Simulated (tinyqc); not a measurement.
On-chip interconnect, size-dependent resistivity and RC delay: two steps of the calculation.

A rectangular line between two neighbours and two ground planes. Surface and grain-boundary scattering are added to the bulk resistivity as corrections; capacitances are parallel-plate values without fringing; inductance is ignored.

Inputs (values chosen for the exercise); metal values close to those of copper:
```
symbol,value,unit,meaning
rho0,1.72,uohm cm,bulk resistivity
lam,39.3,nm,bulk mean free path
ps,0,,specular share of surface scattering
Rg,0.29,,reflection coefficient of grain boundaries
gr,0.7,,grain size over the metal width
wd,88,nm,drawn line width
AR,1.6,,"aspect ratio, height over width"
tl,1.9,nm,"liner on both walls and the bottom, not conducting"
sp,130,nm,space to the neighbouring lines
hd,200,nm,dielectric height to the planes above and below
ek,2.5,,relative permittivity of the dielectric
Mf,2,,Miller factor of the neighbours
Lw,15,um,line length
Rd,3900,ohm,driver resistance
Cl,0.17,fF,load capacitance
```

Constants: eps0 = 8.8541878128e-12 F/m. Results are converted to the units shown.

Problem 1. Resistivity, resistance and capacitance per length. Metal width x = wd - 2 tl, height y = AR wd - tl; grain boundaries (Mayadas-Shatzkes): al = (lam/(gr x)) Rg/(1 - Rg), g = 1/[1 - 3 al/2 + 3 al^2 - 3 al^3 ln(1 + 1/al)] - 1; surfaces (Fuchs-Sondheimer, thick limit): s = (3/8) lam (1 - ps)(1/x + 1/y); rho = rho0 (1 + g + s); r = rho/(x y); c = eps0 ek (2 wd/hd + 2 Mf AR wd/sp).

Give: x; y; al; g; s; rho; r; c.

Solution 1.

x = 84.200 nm
y = 138.90 nm
al = 0.27235
g = 0.38778
s = 0.28113
rho = 2.8705 uohm cm
r = 2.4544 ohm/um
c = 0.11538 fF/um

Problem 2. Ladder and Elmore delays. 4 equal pi sections: series Rs = r Lw/4; node capacitances c Lw/4, halved at nodes 0 and 4, with Cl added to node 4; Rd feeds node 0. Elmore delay of node k: the sum, over the resistors on the path to k, of resistance times all capacitance downstream of it.

r = 2.4544052 ohm/um
c = 0.11537688 fF/um

Wanted: Rs; C; Elmore delay.

Solution 2.

Rs = 9.204 ohm

| node | C (fF) | Elmore delay (ps) |
|---|---|---|
| 0 | 0.2163 | 7.413 |
| 1 | 0.4327 | 7.428 |
| 2 | 0.4327 | 7.440 |
| 3 | 0.4327 | 7.447 |
| 4 | 0.3863 | 7.451 |

The far-end value equals Rd (c Lw + Cl) + r Lw (c Lw/2 + Cl) for any number of pi sections; the line resistance contributes 0.512 % of it.

Program tinyqc, `OMP_NUM_THREADS=1 python tinyqc.py 2100097 2100098 out.jsonl`; Intel Xeon 2.30GHz, shared host, one thread, about 0.01 s.
